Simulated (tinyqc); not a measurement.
Low-temperature mobility of a two-dimensional electron gas with static screening: one step, computed by the program tinyqc.

One subband is filled, the gas is degenerate and scatters at the Fermi circle; one permittivity serves on both sides of the interface. All formulas are in SI units, masses times m_0. Piezoelectric and polar phonons are left out, and n_s is taken as set by a gate, independent of N_i.

Task: Interface roughness. Form factors of a sheet of zero thickness: G(q) = 1, P(q) = exp(-q d). Dielectric function eps(q) = 1 + q_TF G(q)/q, with q = 2 k_F sin(theta/2). Roughness: <|U|^2> = (e F)^2 S(q), S = pi Delta^2 Lambda^2 exp(-q^2 Lambda^2/4). 1/tau_t = (m/(pi hbar^3)) int_0^pi (1 - cos theta) <|U|^2>/eps(q)^2 dtheta; the quantum rate 1/tau_q drops the factor (1 - cos theta); 200 Gauss-Legendre points in s with theta = pi s^2, s from 0 to 1; mu = e tau_t/m.

Inputs (values chosen for the exercise, modelled on a strained silicon well):
```
quantity                                        value    unit
in-plane mass m                                 0.184     m_0
permittivity eps                                 11.5       -
roughness height Delta                           0.32      nm
correlation length Lambda                         3.3      nm
remote charge density N_i                     1.2e+12  1/cm^2
distance d of the charges from the interface       12      nm
```

Wave function: ideal sheet. Roughness spectrum: Gaussian.

k_F = 0.1858965 1/nm

q_TF = 1.209425 1/nm

effective field F = 0.1000739 MV/cm

Constants: m_0 = 9.1093837015e-31 kg; hbar = 1.054571817e-34 J s; e = 1.602176634e-19 C; eps_0 = 8.8541878128e-12 F/m.

Give: tau_t, roughness; tau_q, roughness; roughness mobility; tau_t/tau_q, roughness.

Result:

tau_t, roughness = 24.28 ps

tau_q, roughness = 34.01 ps

roughness mobility = 2.321e+05 cm^2/(V s)

tau_t/tau_q, roughness = 0.7140

k_F Lambda = 0.61: the roughness is short against the Fermi wavelength and scatters through large angles.
